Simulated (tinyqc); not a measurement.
Energy relaxation with and without hot phonons: decay of LO phonons and the hot-phonon bottleneck in the cooling of electrons. Computed by tinyqc, a small Python program. Command: `OMP_NUM_THREADS=1 python tinyqc.py 3003531 3003532 out.jsonl hotphonon walk`. One thread of a shared host (Intel(R) Xeon(R) Processor @ 2.30GHz), about 0.01 s of CPU time with the checks.

n(E, T) = 1/(exp(E/(k_B T)) - 1) is the Bose occupation. Electrons have a temperature T_e; the LO modes within their reach share one occupation N; the decay products stay at the lattice temperature.

Inputs (values chosen for the exercise, modelled on gallium nitride): LO energy hbar omega = 94.6 meV; lifetime at T = 0, tau_0 = 2.1 ps; share f of the energy in the softer product = 0.25; lattice temperature T = 500 K; electron mass m* = 0.208 m_0; eps_inf = 5.21; static dielectric constant eps_s = 9.52; electron density n = 2.2e+18 1/cm^3; density of LO modes that the electrons reach, N_m = 9.7e+19 1/cm^3.

Decay channel: two unequal phonons (Ridley).

Constants: k_B = 8.617333262e-05 eV/K; c = 299792458 m/s; e^2/(4 pi eps_0) = 14.39964548 eV angstrom; hbar^2/(2 m_0) = 3.80998212 eV angstrom^2; hbar = 6.582119569e-16 eV s; e = 1.602176634e-19 C; k_B = 1.380649e-23 J/K.

Method:
- Decay rate 1/tau = (1/tau_0) [1 + n(f hbar omega) + n((1 - f) hbar omega)].
- Full width Gamma = 1/(2 pi c tau) in 1/cm, c in cm/s.
- Froehlich coupling alpha = (e^2/(4 pi eps_0)) (1/eps_inf - 1/eps_s) k_0/(2 hbar omega), k_0 = sqrt(m* hbar omega/(hbar^2/(2 m_0))); emission time tau_sp = hbar/(2 alpha hbar omega); bottleneck ratio r = (n/N_m) tau/tau_sp.
- Net emission per electron: [(N + 1) x - N]/tau_sp with x = exp(-hbar omega/(k_B T_e)), a simple two-level balance; steady state of the modes: n [(N + 1) x - N]/tau_sp = N_m (N - N_0)/tau; power per electron P = hbar omega [(N + 1) x - N]/tau_sp.
- P(T_e) = (hbar omega/tau_sp) [(N_0 + 1) x - N_0]/[1 + r (1 - x)], and r = 0 without hot phonons; energy relaxation time tau_E = (3/2) k_B (T_e - T)/P.

emission time tau_sp = 7.31974 fs

equilibrium LO occupation N_0 = 0.125232

bottleneck ratio r = 2.49686

phonon lifetime tau = 0.805821 ps

Cooling:
```
T_e (K)  P, cold phonons (nW)  P, hot phonons (nW)   ratio  tau_E (ps)        N
530                    34.315               10.783  3.1822    0.057616  0.13824
580                    91.717               29.390  3.1207    0.056372  0.16067
650                    171.08               56.358  3.0356    0.055120  0.19319
800                    331.43               115.73  2.8638    0.053685  0.26478
1000                   517.98               194.45  2.6639    0.053253  0.35970
1300                   742.09               306.18  2.4237    0.054112  0.49443
1800                   1006.8               470.47  2.1400    0.057225  0.69254
2500                   1242.6               658.37  1.8874    0.062912  0.91912
```

What follows from these numbers?

Reabsorption cuts the loss by a factor 3.18 at the lowest T_e and 1.89 at the highest; the factor is 1 + r (1 - x) with r = 2.50. tau_E runs from 0.058 to 0.063 ps, with its shortest value, 0.053 ps, at T_e = 1000 K, against tau_sp = 7.3 fs and a phonon lifetime of 0.81 ps. Pauli blocking is left out, as are upper valleys and non-parabolic bands, which can matter above about 1000 K.

Extremes, crossings and ranges named in words are read from the listed rows.
